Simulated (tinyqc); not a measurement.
Hueckel theory of the pi electrons, for the molecule Clc1ccccc1 (SMILES; centres numbered as the heavy atoms are written), step by step. Computed by tinyqc, a small Python program that keeps every step. Settings: charge = 0. Command: `OMP_NUM_THREADS=1 python tinyqc.py 20639 20640 out.jsonl` (the two numbers bound the seeds that draw the settings). One thread of a shared host (Intel(R) Xeon(R) Processor @ 2.60GHz), about 0.01 s of CPU time with the checks.

## The Hueckel matrix

Centres:
```
centre  z_r, pi electrons of the neutral centre         h
1Cl                                           2  2.000000
2C                                            1  0.000000
3C                                            1  0.000000
4C                                            1  0.000000
5C                                            1  0.000000
6C                                            1  0.000000
7C                                            1  0.000000
```

Bonds:
```
i  j         k
1  2  0.400000
2  3         1
3  4         1
4  5         1
5  6         1
6  7         1
7  2         1
```

H_rr = alpha + h_r beta, H_rs = k_rs beta for bonded centres.

Hueckel matrix in units of beta (H = alpha + beta A), order 1Cl, 2C, 3C, 4C, 5C, 6C, 7C:
```
[[2.000000, 0.400000, 0.000000, 0.000000, 0.000000, 0.000000, 0.000000],
 [0.400000, 0.000000, 1.000000, 0.000000, 0.000000, 0.000000, 1.000000],
 [0.000000, 1.000000, 0.000000, 1.000000, 0.000000, 0.000000, 0.000000],
 [0.000000, 0.000000, 1.000000, 0.000000, 1.000000, 0.000000, 0.000000],
 [0.000000, 0.000000, 0.000000, 1.000000, 0.000000, 1.000000, 0.000000],
 [0.000000, 0.000000, 0.000000, 0.000000, 1.000000, 0.000000, 1.000000],
 [0.000000, 1.000000, 0.000000, 0.000000, 0.000000, 1.000000, 0.000000]]
```

## Orbitals

pi electrons, sum of z_r less the charge = 8

Diagonalise; E = alpha + x beta with beta < 0, so the largest x are filled first; degenerate levels share their electrons. P = sum n_i c_ri c_si; each orbital has its largest coefficient positive (the first on a tie).

x values: [2.200464, 1.874298, 1.000000, 0.949745, -1.000000, -1.017721, -2.006786]

occupations: [2.000000, 2.000000, 2.000000, 2.000000, 0.000000, 0.000000, 0.000000]

coefficients, order 1Cl, 2C, 3C, 4C, 5C, 6C, 7C:
```
[[0.765322, 0.601313, 0.000000, 0.212435, 0.000000, -0.076500, -0.041520],
 [0.383550, -0.188966, 0.000000, -0.557778, 0.000000, 0.577138, 0.415906],
 [0.268929, -0.297352, 0.500000, -0.307361, 0.500000, -0.278383, -0.409013],
 [0.208220, -0.368360, 0.500000, 0.265864, -0.500000, -0.293822, 0.404896],
 [0.189251, -0.393065, 0.000000, 0.559863, 0.000000, 0.577411, -0.403527],
 [0.208220, -0.368360, -0.500000, 0.265864, 0.500000, -0.293822, 0.404896],
 [0.268929, -0.297352, -0.500000, -0.307361, -0.500000, -0.278383, -0.409013]]
```

charge and bond-order matrix P, order 1Cl, 2C, 3C, 4C, 5C, 6C, 7C:
```
[[1.984848, 0.122839, -0.076557, -0.011332, 0.054835, -0.011332, -0.076557],
 [0.122839, 0.987869, 0.661552, 0.002354, -0.330833, 0.002354, 0.661552],
 [-0.076557, 0.661552, 1.010423, 0.667626, -0.008613, -0.332374, 0.010423],
 [-0.011332, 0.002354, 0.667626, 0.999456, 0.666085, -0.000544, -0.332374],
 [0.054835, -0.330833, -0.008613, 0.666085, 1.007525, 0.666085, -0.008613],
 [-0.011332, 0.002354, -0.332374, -0.000544, 0.666085, 0.999456, 0.667626],
 [-0.076557, 0.661552, 0.010423, -0.332374, -0.008613, 0.667626, 1.010423]]
```

## Energy, charges, bond orders

E = sum n x; q_r = z_r - P_rr; bond order p = P_rs; free valence = sqrt(3) - sum of p over the bonds of the atom.

pi energy = 8 alpha + this times beta = 12.049015

pi charges: [0.015152, 0.012131, -0.010423, 0.000544, -0.007525, 0.000544, -0.010423]

Bond orders and lengths from R = 1.517 - 0.180 p (angstrom, C-C alone):
```
bond         p         R
1-2   0.122839         -
2-3   0.661552  1.397921
3-4   0.667626  1.396827
4-5   0.666085  1.397105
5-6   0.666085  1.397105
6-7   0.667626  1.396827
7-2   0.661552  1.397921
```

free valence of the carbons: [0.286108, 0.402873, 0.398341, 0.399882, 0.398341, 0.402873]

gap between the highest filled and the next level = 1.949745 |beta|
